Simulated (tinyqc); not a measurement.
What a faster ramp buys: rapid thermal processing of a wafer: radiative balance, ramp and cooling, pattern effects, pyrometer error and spike budget. Computed by tinyqc, a small Python program. Command: `OMP_NUM_THREADS=1 python tinyqc.py 3110657 3110658 out.jsonl rtp walk`. One thread of a shared host (Intel(R) Xeon(R) Processor @ 2.30GHz), about 0.04 s of CPU time with the checks.

The wafer is opaque and uniform through its thickness unless said otherwise; temperatures in formulas are in kelvin (C + 273.15). sigma = 5.670374419e-12 W/(cm^2 K^4).

Inputs (values chosen for the exercise, modelled on a hot silicon wafer):
```
quantity                                              value         unit
wafer thickness d                                       775   micrometre
heat capacity per volume C                             2.13   J/(cm^3 K)
thermal conductivity k                                 0.24     W/(cm K)
emissivity eps of each face                            0.71            -
reflectivity of the chamber walls r                    0.51            -
gas heat-transfer coefficient h, both faces together   0.91  mW/(cm^2 K)
wall temperature T_w                                    350            K
process temperature                                     929            C
starting temperature                                    400            C
ramp rate                                               150          K/s
activation energy of the process E_a                      4           eV
```

Constants: k_B = 8.617333262e-05 eV/K.

Method:
- Effective emissivity between parallel grey plates: eps_eff = 1/(1/eps + 1/(1 - r) - 1). Loss per area q(T) = 2 eps_eff sigma (T^4 - T_w^4) + h (T - T_w).
- Absorbed power during a ramp = q(T) + C d x ramp rate; thermal time constant tau = C d/(dq/dT), dq/dT = 8 eps_eff sigma T^3 + h; natural cooling rate q/(C d); front-to-back difference under one-sided heating at the end of the ramp = (absorbed power) d/(2 k).
- Cooling with the lamps off: C d dT/dt = -q(T), integrated adaptively (relative tolerance 1e-10).
- Spike anneal: linear ramp to the peak, then lamps off. Equivalent time at the peak = int exp(-(E_a/k_B)(1/T - 1/T_peak)) dt; estimate (k_B T^2/E_a)(1/ramp rate + 1/cooling rate). The ramp part uses 4000 trapezoid steps, the cooling part 4000 steps over 4 tau.

time constant tau = 4.98916 s

holding power q = 10.3763 W/cm^2

natural cooling rate = 62.8580 K/s

Against the ramp rate:
```
ramp (K/s)  ramp part (s)  cooling part (s)  total (s)  power at the peak (W/cm^2)
10                 2.9635           0.51921     3.4827                       12.03
25                 1.1854           0.51921     1.7046                       14.50
50                 0.5927           0.51921     1.1119                       18.63
100                0.2963           0.51921     0.8156                       26.88
250                0.1185           0.51921     0.6378                       51.65
500                0.0593           0.51921     0.5785                       92.91
1000               0.0296           0.51921     0.5488                      175.45
```

What follows from these numbers?

From 10 to 100 K/s the total falls by a factor 4.3, from 100 to 1000 K/s by 1.49: the cooling part, 0.519 s, is a floor, and the natural cooling rate here is 62.9 K/s.

Extremes, crossings and ranges named in words are read from the listed rows.
